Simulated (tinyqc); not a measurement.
Lattice vibrations of a chain, step by step. One step of it, computed by the program tinyqc.

Question. Dynamical matrix at q = 0.11. q is in units of 2 pi/a. A spring k from atom i to atom j, n cells on, adds k to Phi_ii and Phi_jj, -k exp(2 pi i q n) to Phi_ij and the conjugate to Phi_ji (for one atom a cell: 2k (1 - cos 2 pi q n)); D_ij = Phi_ij / sqrt(m_i m_j).

A chain moving along its axis:
```
atom    mass (u)  spring to the next atom (eV/angstrom^2)
1      76.500000                                15.100000
2      79.800000                                27.400000
3      42.500000                                11.700000
4     108.500000                                11.900000
```

Give: D(q).

Answer.

D(q) (eV/(angstrom^2 u)), lower triangle (Hermitian):
```
               1       2       3      4
1          0.353
2         -0.193   0.533
3          0.000  -0.470   0.920
4  -0.101-0.083i   0.000  -0.172  0.218
```
